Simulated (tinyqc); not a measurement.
Frenkel-Kontorova chain: a misfit dislocation (kink) in a monolayer on a periodic substrate. Changing the misfit f = (b - a)/a. Computed by tinyqc, a small Python program. Command: `OMP_NUM_THREADS=1 python tinyqc.py 3013865 3013866 out.jsonl fkchain sweep`. One thread of a shared host (Intel(R) Xeon(R) Processor @ 2.30GHz), about 0.03 s of CPU time with the checks.

E = sum_j [(k/2)(x_(j+1) - x_j - b)^2 + (W/2)(1 - cos(2 pi x_j/a))], x_j = a (j + u_j). A kink takes u from 0 to 1: the chain is stretched by one period and has one atom fewer than wells.

Inputs (values chosen for the exercise, for a model overlayer): spring constant k = 1.11 eV/angstrom^2; substrate period a = 2.7 angstrom; corrugation W = 0.962 eV; atomic mass M = 61.5 u.

Constants: nu for 1 eV/(angstrom^2 u) = 15.6333042 THz.

Method. l0 = sqrt(k a^2/(2 W)); kink u(j) = (2/pi) arctan exp(pi j/l0); kink energy at f = 0: E0 = (4/pi) W l0; with misfit E0 - k a^2 f; kinks become favourable at f_c = 2/(pi l0), and a coherent chain with free ends loses stability at f_m = 1/l0. Lowest vibration of the flat chain: nu0 = 15.6333042 THz x sqrt(2 pi^2 W/(a^2 M)).

One run for each value:
```
misfit f = (b - a)/a  kink energy with misfit (eV)
0.010                                       2.4310
0.051                                       2.0992
0.093                                       1.7594
0.130                                       1.4600
0.180                                       1.0554
0.220                                       0.7317
0.260                                       0.4080
0.300                                       0.0844
```

What does the table show, and why?

Over the rows, kink energy with misfit (eV) falls from 2.43 to 0.0844. It is linear in f, with slope -k a^2.

Caution (all rows): for l0 below about 3 the kink spans few atoms, and the continuum kink energy is off by about 2 per cent or more.
